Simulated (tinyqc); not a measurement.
Sensitivity of the reflectance: thin-film optics by transfer matrices.

Indices N = n + i k. Snell: N0 sin(theta) = N_j sin(theta_j), with Im(N_j cos theta_j) >= 0. Admittance y_j = N_j cos theta_j for s and N_j/cos theta_j for p. Phase delta_j = 2 pi N_j cos theta_j d_j/lambda. Layer matrix [[cos delta, -i sin delta/y], [-i y sin delta, cos delta]], multiplied from the top down to M. (B, C) = M (1, y_sub); r = (y0 B - C)/(y0 B + C), R = |r|^2, T = 4 Re y0 Re y_sub/|y0 B + C|^2, absorbed in the films 1 - R - T.

Parameters, chosen for this exercise (indices near those of polySi, SiO2 on W; shifted at random, so the results belong to these values and not to a real crystal):
- lam = 633 nm (vacuum wavelength)
- n0 = 1 (ambient index)
- n = (3.916, 1.464, 3.685) (n of polySi, SiO2, substrate)
- k = (0.04, 0, 2.914) (k in the same order)
- d = (125, 68) nm (thicknesses, top first)
- theta = 0 degrees (angle of incidence)

R for both polarisations.

Results for these values:
```
case,R_s,R_p,T_s
base,0.8585,0.8585,0.0928
```

What happens to each result for k = (0.04, 0, 3.215), all else kept?

Answer: R_s rises from 0.8585 to 0.8653; R_p rises from 0.8585 to 0.8653; T_s falls from 0.0928 to 0.0859.

The same for each parameter in turn:
```
case,R_s,R_p,T_s
base,0.8585,0.8585,0.0928
"d = (130, 68) nm",0.8535,0.8535,0.0960
"n = (3.994, 1.464, 3.685)",0.8622,0.8622,0.0904
"k = (0.04, 0, 3.215)",0.8653,0.8653,0.0859
lam = 638 nm,0.8579,0.8579,0.0933
theta = 5 degrees,0.8591,0.8577,0.0923
```

tinyqc: `OMP_NUM_THREADS=1 python tinyqc.py 1651685 1651686 out.jsonl`; about 0.01 s, one thread, shared Intel(R) Xeon(R) Processor @ 2.30GHz.
